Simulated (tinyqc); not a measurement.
# Resonant-tunnelling diode, transfer matrices and Tsu-Esaki current, step by step

Computed by the program tinyqc: `OMP_NUM_THREADS=1 python tinyqc.py 2600066 2600067 out.jsonl`, one thread of a shared Intel Xeon 2.30GHz, about 0.2 s for the whole run. Printed values are rounded.

Emitter (band edge 0), barrier d1, well Lw, barrier d2, collector (edge -V). The bias drops linearly over these layers and none in the contacts; each layer is cut into ns equal slices, flat at the value of their centres. E is the energy of motion across the layers, C = hbar^2/(2 m0), psi and psi'/m are continuous. Transport is coherent, T(E) is taken as independent of the transverse momentum, and charge in the well is ignored.

Inputs (values chosen for the exercise); masses and offsets of a made-up heterostructure:

| symbol | value | unit | meaning |
|---|---|---|---|
| T | 300 | K | temperature |
| mw | 0.25 | m0 | mass in the well, spacer and contacts |
| U1 | 1 | eV | barrier height |
| m1 | 0.5 | m0 | barrier mass |
| d1 | 0.8 | nm | emitter barrier |
| Lw | 1.4 | nm | well width |
| d2 | 0.8 | nm | collector barrier |
| ns | 3 |  | slices in each layer |
| Ef | 0.08 | eV | Fermi energy of both contacts above their band edges |
| V | 0.24 | V | bias of the collector |
| E | 0.12568 | eV | trial energy |

Constants: q = 1.602176634e-19 C, kB = 1.380649e-23 J/K, hbar = 1.054571817e-34 J s, m0 = 9.1093837015e-31 kg, Vt = kB T/q, hbar^2/(2 m0) = 0.0380998212 eV nm^2. Results are converted to the units shown.

## Slices under bias

U = edge of the layer - V x/Lt at the centre x of each slice, Lt the summed thickness.

```
slice     U (eV)  m (m0)  width (nm)
0       0.989333     0.5    0.266667
1       0.968000     0.5    0.266667
2       0.946667     0.5    0.266667
3      -0.082667    0.25    0.466667
4      -0.120000    0.25    0.466667
5      -0.157333    0.25    0.466667
6       0.813333     0.5    0.266667
7       0.792000     0.5    0.266667
8       0.770667     0.5    0.266667
```

## Running product of the slice matrices at the trial energy

For the pair (psi, psi'/m) a flat layer has M = [[cos kd, (m/k) sin kd], [-(k/m) sin kd, cos kd]] with k = sqrt(m (E - U)/C) above its edge U, and M = [[cosh Kd, (m/K) sinh Kd], [(K/m) sinh Kd, cosh Kd]] with K = sqrt(m (U - E)/C) below it. Later slices stand to the left. With M acting on (psi, psi'/m) and v = k/m in each lead, T(E) = 4 vL vR/[(vL vR M12 - M21)^2 + (vR M11 + vL M22)^2]. vL = sqrt(mw E/C)/mw, vR = sqrt(mw (E + V)/C)/mw.

Product after each layer:
```
                  M11  M12 (nm)  M21 (1/nm)        M22
barrier d1    7.25448   1.06951     47.2823    7.10854
well          8.18147   1.23273    -49.7631   -7.37574
barrier d2  0.0679167  0.119324    -8.76277  -0.671591
```

T(E) = 0.666180

## Transmission at three energies near the peak

three energies (eV): 0.123896  0.125196  0.126496

The same product at each energy.

T(E) at these energies: 0.697463  0.766799  0.470609

## Breit-Wigner parameters from a parabola through 1/T(E)

Near a resonance 1/T(E) = (1/Tp) [1 + (2 (E - Er)/G)^2]. With y = 1/T(E) at E0 - h, E0, E0 + h: a = (y1 + y3 - 2 y2)/(2 h^2), b = (y3 - y1)/(2 h), Er = E0 - b/(2 a), 1/Tp = y2 - b^2/(4 a), G = 2 sqrt(1/(Tp a)), tau = hbar/G.

Er = 0.124723 eV
Tp = 0.805607
G = 4.20210 meV
tau = 156.639 fs

The true maximum of T(E) lies at 0.12472 eV with height 0.8072 and full width 4.162 meV; the fitted G is 0.96 % above that width.

## Current from the resonance alone

J = J0 times the integral over E > 0 of T(E) N(E), N = ln[(1 + exp((Ef - E)/Vt))/(1 + exp((Ef - V - E)/Vt))], J0 = q^2 mw m0 kB T/(2 pi^2 hbar^3) (times 1e-4 for A/cm^2 per eV). For a sharp resonance J = J0 (pi G/2) Tp N(Er), with Er the peak energy, Tp the peak transmission and G the full width at half maximum (in eV). The three values given are estimates from a parabola through three points of 1/T(E).

J0 = 1.04591e8 A/(cm^2 eV)
N(Er) = 0.163198
J = 90.7653 kA/cm^2

The full integral over T(E) gives 90.84 kA/cm^2; the value above is 0.081 % below it. With the exact position, height and width of the peak (Er = 0.12472 eV, Tp = 0.8072, G = 4.162 meV) the formula is 0.82 % below it.
